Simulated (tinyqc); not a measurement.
Changing the doping N: current of a Schottky diode by thermionic-emission-diffusion theory, and its read-back from I-V-T and C-V data. Computed by tinyqc, a small Python program. Command: `OMP_NUM_THREADS=1 python tinyqc.py 3006022 3006023 out.jsonl schottky sweep`. One thread of a shared host (Intel(R) Xeon(R) Processor @ 2.30GHz), about 0.01 s of CPU time with the checks.

Full ionisation, no tunnelling, no recombination current. V is the voltage across the junction itself, forward positive.

Inputs (values chosen for the exercise, modelled on n-type amorphous oxide):
```
quantity,value,unit
Richardson constant A*,41,A/(cm^2 K^2)
"effective density of states at 300 K, N_c",4.9e+18,1/cm^3
permittivity eps,10,-
mobility mu,8.6,cm^2/(V s)
barrier without image force phi_0,0.847,eV
series resistance R_s,8.1,milliohm cm^2
junction voltage V,0.24,V
temperature T,423,K
```

Barrier: uniform.

Constants: k_B = 8.617333262e-05 eV/K; e = 1.602176634e-19 C; eps_0 = 8.8541878128e-12 F/m.

Method:
- N_c(T) = N_c (T/300 K)^(3/2); V_bi = phi_0 - (k_B T/e) ln(N_c(T)/N); surface field F = sqrt(2 e N (V_bi - V - k_B T/e)/(eps eps_0)); image lowering d_phi = sqrt(e F/(4 pi eps eps_0)); effective barrier phi = phi_0 - d_phi.
- Collection velocity v_R = A* T^2/(e N_c(T)); diffusion velocity v_D = mu F; J = e N_c(T) v_R/(1 + v_R/v_D) exp(-phi/k_B T) [exp(e V/k_B T) - 1].
- Terminal voltage V + J R_s.
- Ideality n = (e/k_B T)/(d ln J/dV) by a central difference of +/- 1 mV; J_0 = J exp(-e V/(n k_B T)); apparent barrier phi_IV = k_B T ln(A* T^2/J_0); a C-V plot gives phi_CV = phi_0, the mean without lowering.

One run for each value:
```
doping N (1/cm^3),ideality factor n,image lowering (meV),current density J (A/cm^2),v_D (cm/s)
1.00e+14,1.1399,5.869,1.8523e-03,2.0571e+04
3.20e+14,1.1102,8.330,3.9772e-03,4.1441e+04
9.90e+14,1.0928,11.575,8.3381e-03,8.0024e+04
3.10e+15,1.0815,16.022,1.7816e-02,1.5331e+05
9.90e+15,1.0739,22.177,3.9447e-02,2.9373e+05
3.10e+16,1.0689,30.401,8.8981e-02,5.5199e+05
9.80e+16,1.0657,41.649,2.1074e-01,1.0360e+06
3.10e+17,1.0640,56.917,5.2677e-01,1.9348e+06
9.80e+17,1.0643,77.600,1.4143e+00,3.5964e+06
```

Over the rows, ideality factor n goes from 1.14 through a minimum among these rows, 1.06 at 3.10e17, to 1.06; image lowering (meV) rises from 5.87 to 77.6 (exponent d ln y / d ln x 0.30 between the first rows and 0.27 between the last); current density J (A/cm^2) rises from 0.00185 to 1.41 (exponent d ln y / d ln x 0.66 between the first rows and 0.86 between the last). At the high end the exponent of image lowering is 0.27, close to 0.25: F grows as N^(1/2) and the lowering as F^(1/2). Tunnelling, left out, adds to n at the high end.

Extremes, crossings and ranges named in words are read from the listed rows.
